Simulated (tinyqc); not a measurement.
Inside a calculation. Model: electron-beam lithography: double-Gaussian proximity function, edge placement and dose correction for parallel lines. Computed by tinyqc, a small Python program that keeps every step. Command: `OMP_NUM_THREADS=1 python tinyqc.py 3112631 3112632 out.jsonl proximity walk`. One thread of a shared host (Intel(R) Xeon(R) Processor @ 2.30GHz), about 0.01 s of CPU time with the checks. Intermediate numbers are printed to about 6 digits and carried at full precision; extremes and crossings named in words are read from the listed rows.

Lines are infinitely long. Absorbed energy is counted so that the middle of a very large area written at dose 1 receives 1; the resist develops where it exceeds 1/2.

Inputs (values chosen for the exercise, of the order of those for 20 keV electrons in resist on silicon):
```
quantity                              value               unit
forward range alpha                   0.017         micrometre
backscatter range beta                  2.1         micrometre
backscatter ratio eta                  0.59                  -
base dose D0                             65  microcoulomb/cm^2
beam current                             64                 nA
pixel size                               10                 nm
width of the test line                0.032         micrometre
pattern density around the test line   0.52                  -
```

line widths (micrometre): 0.038  1.5  0.041  0.06

gaps between the lines (micrometre): 0.13  0.61  0.14

Constants: e = 1.602176634e-19 C.

## Layout

The first line starts at x = 0; each next one starts after the width and the gap.

Lines (micrometre):
```
line  left edge  right edge  centre
1         0.000       0.038  0.0190
2         0.168       1.668  0.9180
3         2.278       2.319  2.2985
4         2.459       2.519  2.4890
```

## Interaction matrix

f(r) = [exp(-r^2/alpha^2)/alpha^2 + eta exp(-r^2/beta^2)/beta^2]/(pi (1 + eta)). A line from a to b at dose d gives E(x) = d [S(alpha) + eta S(beta)]/(1 + eta), S(s) = [erf((b - x)/s) - erf((a - x)/s)]/2. M_ij is the mean of E at the two edges of line i from line j at dose 1.

M:
```
          1         2         3         4
1  0.317759  0.121201  0.001258  0.001500
2  0.002907  0.442035  0.002598  0.003448
3  0.001166  0.096434  0.318349  0.005932
4  0.000950  0.085772  0.004053  0.320445
```

## Dose correction

Uncorrected edge energies are M 1. Solve M d = 1/2 for the doses d that put the mean edge energy of every line at the threshold.

edge energies at dose 1: 1 0.441719, 2 0.450988, 3 0.421880, 4 0.411221

corrected doses: 1 1.14069, 2 1.10682, 3 1.20795, 4 1.24541

largest over smallest dose = 1.12522

Line 4 needs the most and line 2 the least; a narrow isolated line much wider than alpha would need 1 + eta = 1.59.

## Printed widths

Edges are the roots of E(x) = 1/2 between a line centre and the middle of the next gap. Three cases: dose 1 everywhere; one common dose equal to the mean of d; the corrected doses.

Width error, printed less drawn (nm):
```
line  drawn width (nm)    dose 1  mean dose  corrected
1                   38  -5.69356    1.56937   1.94e-04
2                 1500  -4.71733    2.44621   2.60e-05
3                   41  -7.65268   -0.34320   2.48e-04
4                   60  -8.69226   -1.36412   3.61e-04
```

With the common mean dose the errors span 3.8 nm. With corrected doses the largest error is below 0.01 nm.

## Dose to size and latitude

A test line of width w << beta in surroundings of density rho, all at dose d: near its edge E(x) = d [S + eta rho]/(1 + eta), S = [erf((b - x)/alpha) - erf((a - x)/alpha)]/2 for edges a and b, the second term being the background energy. Dose to size d_s = (1 + eta)/(erf(w/alpha) + 2 eta rho), dose = d_s D0; edge slope d [1 - exp(-w^2/alpha^2)]/(sqrt(pi) alpha (1 + eta)); width change per 1 % of dose = 2 x 0.01 x (1/2)/slope.

dose to size d_s = 0.990140

dose = 64.3591 microcoulomb/cm^2

edge slope = 0.0200692 1/nm

width change per 1 % of dose = 0.498275 nm

background energy = 0.191053

The background supplies 38 % of the threshold.

## Shot noise and writing time

With dose = d_s D0: electrons per pixel N = dose x pixel area/e; relative noise 1/sqrt(N); time per cm^2 of pattern area = dose x density/current; pixel rate = current/(dose x pixel area).

electrons per pixel = 401.698

shot noise = 4.98942 %

writing time per cm^2 = 0.145255 h

pixel rate = 994.420 MHz

Checks made by the program: corrected edge energies (relative difference below 1e-10).
